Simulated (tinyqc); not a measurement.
# Two-diode model of a solar cell: effect of the shunt resistance

J is the current delivered and Vj = V + J Rs the junction voltage. J = X JL - J01 (exp(Vj/(n1 Vt)) - 1) - J02 (exp(Vj/(2 Vt)) - 1) - Vj/Rp. The photocurrent does not depend on voltage.

Jsc at V = 0, Voc at J = 0, the maximum power point where J (1 + 2 Rs G) = G Vj with G = -dJ/dVj; FF = Vmp Jmp/(Voc Jsc); efficiency Vmp Jmp/(X Pin). Empirical fill factor without parasitics FF0 = (v - ln(v + 0.72))/(v + 1), v = Voc/(n1 Vt).

Parameters, values chosen for the exercise; values of the order met in cells of silicon: temperature T = 348 K; photocurrent at one sun JL = 33 mA/cm^2; concentration X = 1 suns; saturation current of the first diode J01 = 2.2e-11 A/cm^2; ideality factor of the first diode n1 = 1; series resistance Rs = 0 ohm cm^2; incident power at one sun Pin = 100 mW/cm^2; saturation current of the second diode (ideality 2) J02 = 4.8e-8 A/cm^2.

Constants: q = 1.602176634e-19 C, kB = 1.380649e-23 J/K, Vt = kB T/q. Results are converted to the units shown.

The same in every row: Jsc (mA/cm^2) = 33.00.

Results:
```
Rp (ohm cm^2)  Voc (V)  Vmp (V)  Jmp (mA/cm^2)      FF  efficiency (%)     FF0
30              0.6028   0.4585          17.52  0.4039           8.033  0.8087
100             0.6254   0.5296          26.35  0.6761           13.95  0.8137
300             0.6299   0.5379          29.48  0.7627           15.85  0.8147
1000            0.6313   0.5403          30.60  0.7935           16.53  0.8150
10000           0.6319   0.5413          31.03  0.8055           16.80  0.8151
30000           0.6319   0.5413          31.06  0.8064           16.81  0.8151
1e5             0.6319   0.5413          31.07  0.8067           16.82  0.8151
```

Estimate the missing row, Rp = 3000 ohm cm^2.

Computed row:
```
Rp (ohm cm^2)  Voc (V)  Vmp (V)  Jmp (mA/cm^2)      FF  efficiency (%)     FF0
3000            0.6317   0.5410          30.92  0.8024           16.73  0.8150
```

With this row back in the table: As Rp goes from 30 to 1e5, Voc rises from 0.603 to 0.632 V, FF rises from 0.404 to 0.807 and the efficiency rises from 8.03 to 16.8 %. Voc changes by 0.0264 mV a decade between the last two rows and 43.4 mV between the first two. For Rp = 30 the shunt carries over 0.3 of the photocurrent at open circuit, so it pulls Voc down and FF towards the 1/4 of a resistor.

Numbers from tinyqc (`OMP_NUM_THREADS=1 python tinyqc.py 2280006 2280007 out.jsonl`; about 0.01 s on one thread of a shared Intel Xeon 2.30GHz).
